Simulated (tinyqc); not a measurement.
Liquidus of a compound AB in a simple-solution melt, liquid-phase epitaxy and vapour pressures. Changing the interaction slope b. Computed by tinyqc, a small Python program. Command: `OMP_NUM_THREADS=1 python tinyqc.py 3015744 3015745 out.jsonl liq35 sweep`. One thread of a shared host (Intel(R) Xeon(R) Processor @ 2.30GHz), about 0.02 s of CPU time with the checks.

x is the atom fraction of B in the melt. The melt is a simple solution: R T ln gamma_B = W (1 - x)^2, R T ln gamma_A = W x^2, W = a + b T. The solid AB is stoichiometric.

Inputs (values chosen for the exercise, modelled on GaSb for the melt):

| quantity | value | unit |
|---|---|---|
| melting point T_F | 983 | K |
| entropy of fusion S_F | 67.2 | J/(mol K) |
| interaction a | 19.4 | kJ/mol |
| saturation temperature T | 755 | K |
| heat of evaporation of A | 250 | kJ/mol |
| entropy of evaporation of A | 104 | J/(mol K) |
| heat of evaporation of B as (1/2) B2 | 106 | kJ/mol |
| entropy of evaporation of B as (1/2) B2 | 64.4 | J/(mol K) |

Constants: R = 8.314462618 J/(mol K).

Method:
- Liquidus (Vieland): f(x) = R T ln[4 x (1 - x)] + 2 W (1/2 - x)^2 + S_F (T_F - T) = 0.
- Newton steps with f' = (1 - 2x)[R T/(x (1 - x)) - 2 W], from the dilute estimate x = (1/4) exp[-(S_F (T_F - T) + W/2)/(R T)]; stop below 1e-13; f under 1e-6 shown as 0.
- Over the A-rich liquidus: p_A = gamma_A (1 - x) exp(S_A/R - H_A/(R T)), p_B2 = [gamma_B x exp(S_B/R - H_B/(R T))]^2, in bar. Free evaporation is congruent while the A flux over this liquidus is at least the B flux; with A and B2 taken as equal in mass for the estimate, T_c solves p_A = 2 p_B2.

One run for each value:

| interaction slope b (J/(mol K)) | solubility x | W (kJ/mol) | congruent temperature T_c (K) | log10 p_B2 |
|---|---|---|---|---|
| -40.2 | 0.04677 | -10.9510 | 728.6 | -11.98 |
| -35.9 | 0.03821 | -7.7045 | 702.1 | -11.76 |
| -31.6 | 0.03071 | -4.4580 | 676.1 | -11.54 |
| -27.3 | 0.02435 | -1.2115 | 651.4 | -11.33 |
| -22.9 | 0.01900 | 2.1105 | 627.6 | -11.10 |
| -18.6 | 0.01479 | 5.3570 | 605.8 | -10.88 |
| -14.3 | 0.01145 | 8.6035 | 585.5 | -10.66 |

What does the table show?

Over the rows, solubility x falls from 0.0468 to 0.0114; W (kJ/mol) rises from -11.0 to 8.60; congruent temperature T_c (K) falls from 729 to 585.  Left out: -10.0 (T too near T_F, or W above 1.5 R T).

Extremes, crossings and ranges named in words are read from the listed rows.
